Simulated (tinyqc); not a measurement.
Atomic layer deposition: Langmuir saturation, growth per cycle and coating of deep features: one step, computed by the program tinyqc. Command: `OMP_NUM_THREADS=1 python tinyqc.py 3008161 3008162 out.jsonl ald walk`. One thread of a shared host (Intel(R) Xeon(R) Processor @ 2.30GHz), about 0.01 s of CPU time with the checks.

Precursor A sticks only on free sites, so a long enough pulse saturates; co-reactant B then frees the sites again.

Task: Exposure for a deep feature. Diffusion-limited filling (Gordon) of a round hole of diameter w: a saturation front at depth z needs dz/dt = D_K n/(z (4q/w)), with Knudsen D_K = w c/3 and F = n c/4; including the entrance and floor terms, t = (q/F)(1 + 19a/4 + 3a^2/2). Reaction-limited filling needs ln(100)/k_a at any depth, k_a = beta F/q. Flow is molecular. The front picture holds when the modulus a sqrt(beta) is well above 1. Depth reached by the given pulse: solve the same formula for a. Exposure = p x diffusion-limited time; 1 langmuir = 1.33322e-4 Pa s.

Inputs (values chosen for the exercise, modelled on aluminium oxide from trimethylaluminium and water): site density q = 4.5 1/nm^2; sticking probability beta on free sites = 0.011; precursor pressure p = 1.3 Pa; temperature T = 125 C; pulse time t = 0.012 s; aspect ratio a = 23.

Feature: round hole.

flux F = 20230.08 1/(nm^2 s)

Give: diffusion-limited time; exposure; modulus; aspect ratio reached by the front in time t.

Result:

diffusion-limited time = 0.2010 s

exposure = 1960 langmuir

modulus = 2.412

aspect ratio reached by the front in time t = 4.565

Caution: the modulus is not well above 1 or the Gordon time is under three times ln(100)/k_a, so there is no sharp front: the Gordon time is only a lower bound and the reaction time must be met as well. Caution: the pulse is shorter than ln(100)/k_a, so even the open surface is not saturated and the depth reached has no meaning. Caution: the depth reached is formal here: it is under 2/sqrt(beta), so no sharp front has formed.
